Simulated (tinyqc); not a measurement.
Dispersion against the sound-wave line: Born-von Karman spring model of a cubic crystal with one atom per cell. Computed by tinyqc, a small Python program. Command: `OMP_NUM_THREADS=1 python tinyqc.py 3025524 3025525 out.jsonl springs walk`. One thread of a shared host (Intel(R) Xeon(R) Processor @ 2.30GHz), about 0.1 s of CPU time with the checks.

First neighbours lie at a/2 (1,1,0) (12 of them), second at a (1,0,0) (6), with all permutations and signs; the volume per atom is Omega = a^3/4.

Inputs (values chosen for the exercise, for a model crystal):
```
quantity               value           unit
atomic mass M           47.1              u
radial spring k1L          2  eV/angstrom^2
transverse spring k1T      0  eV/angstrom^2
radial spring k2L       0.49  eV/angstrom^2
transverse spring k2T      0  eV/angstrom^2
```

Lattice: fcc.

Constants: nu for 1 eV/(angstrom^2 u) = 15.6333042 THz.

Method:
- A neighbour at R with unit vector n couples by the matrix K(R) = kL n n^T + kT (1 - n n^T), and D(q) = (1/M) sum_R K(R) [1 - cos(q.R)].
- An eigenvalue lambda of D in eV/(angstrom^2 u) gives nu = 15.6333042 THz x sqrt(lambda).
- The last column divides the top branch by the straight line with its slope at G. End points in 2 pi/a: X = (1, 0, 0), L = (0.5, 0.5, 0.5).

Frequencies (THz) along two lines:
```
line  fraction of the way    nu 1    nu 2    nu 3  nu 3 / linear
G-X                  0.10  1.0079  1.0079  1.7329        0.99188
G-X                  0.25  2.4656  2.4656  4.1526        0.95074
G-X                  0.40  3.7871  3.7871  6.1549        0.88074
G-X                  0.55  4.8993  4.8993  7.6110        0.79207
G-X                  0.70  5.7407  5.7407  8.5187        0.69657
G-X                  0.85  6.2649  6.2649  8.9775        0.60454
G-X                  1.00  6.4430  6.4430  9.1117        0.52154
G-L                  0.10  0.8700  0.8700  1.5102        0.99589
G-L                  0.25  2.1282  2.1282  3.6943        0.97450
G-L                  0.40  3.2688  3.2688  5.6743        0.93549
G-L                  0.55  4.2287  4.2287  7.3407        0.88016
G-L                  0.70  4.9550  4.9550  8.6015        0.81033
G-L                  0.85  5.4075  5.4075  9.3870        0.72827
G-L                  1.00  5.5611  5.5611  9.6537        0.63662
```

Along G-X the top branch ends at 52 % of its linear extrapolation. Along G-L the top branch ends at 64 % of its linear extrapolation, which is the 2/pi of a pure sine: planes normal to this line couple to their next planes alone. A Debye model keeps the straight line throughout.
